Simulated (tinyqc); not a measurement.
Static screening by free carriers: one step. Lindhard function at one q. Five cases, with inputs chosen for the exercise.

Task: Compare with Thomas-Fermi, 1 + (qTF/q)^2.

Lindhard at zero temperature: eps(q)/eps = 1 + (qTF/q)^2 L(x), x = q/(2 kF), L(x) = 1/2 + ((1 - x^2)/(4x)) ln|(1 + x)/(1 - x)|.

Case 1.

Values chosen (out of a larger set: a free-electron density near that of Al; not measured data): q = 1.15 1/angstrom (wave vector).

kF = 1.756402 1/angstrom
qTF = 2.055732 1/angstrom

Case 2.

Values chosen (out of a larger set: near those of GaN; not measured data): q = 0.0409 1/angstrom (wave vector).

kF = 0.02652083 1/angstrom
qTF = 0.03518430 1/angstrom

Case 3.

Values chosen (out of a larger set: a free-electron density near that of Ag; not measured data): q = 2.7 1/angstrom (wave vector).

kF = 1.192683 1/angstrom
qTF = 1.694014 1/angstrom

Case 4.

Values chosen (out of a larger set: near those of Si; not measured data): q = 0.0286 1/angstrom (wave vector).

kF = 0.1100385 1/angstrom
qTF = 0.2077565 1/angstrom

Case 5.

Values chosen (out of a larger set: a free-electron density near that of Na; not measured data): q = 0.322 1/angstrom (wave vector).

kF = 0.9292447 1/angstrom
qTF = 1.495270 1/angstrom

Give: x; L(x); eps(q)/eps, Lindhard; eps(q)/eps, Thomas-Fermi.

Result:

Case 1.

x = 0.3274
L(x) = 0.9635
eps(q)/eps, Lindhard = 4.079
eps(q)/eps, Thomas-Fermi = 4.195

The carriers respond with 96 % of their long-wave strength at this q.

Case 2.

x = 0.7711
L(x) = 0.7689
eps(q)/eps, Lindhard = 1.569
eps(q)/eps, Thomas-Fermi = 1.740

The carriers respond with 77 % of their long-wave strength at this q. The zero-temperature form is an exercise here: at the temperature of this gas EF is only 0.4 kT.

Case 3.

x = 1.1319
L(x) = 0.3272
eps(q)/eps, Lindhard = 1.129
eps(q)/eps, Thomas-Fermi = 1.394

The carriers respond with 33 % of their long-wave strength at this q, beyond 2 kF, where no pair of states on the Fermi surface is joined by q.

Case 4.

x = 0.1300
L(x) = 0.9944
eps(q)/eps, Lindhard = 53.47
eps(q)/eps, Thomas-Fermi = 53.77

The carriers respond with 99 % of their long-wave strength at this q.

Case 5.

x = 0.1733
L(x) = 0.9899
eps(q)/eps, Lindhard = 22.35
eps(q)/eps, Thomas-Fermi = 22.56

The carriers respond with 99 % of their long-wave strength at this q.

Computed by tinyqc, one run a case: `OMP_NUM_THREADS=1 python tinyqc.py N N+1 out.jsonl` with N = 1652147, 1652169, 1652179, 1652210, 1652218; one thread of a shared Intel(R) Xeon(R) Processor @ 2.30GHz, about 0.01 s a run at most.
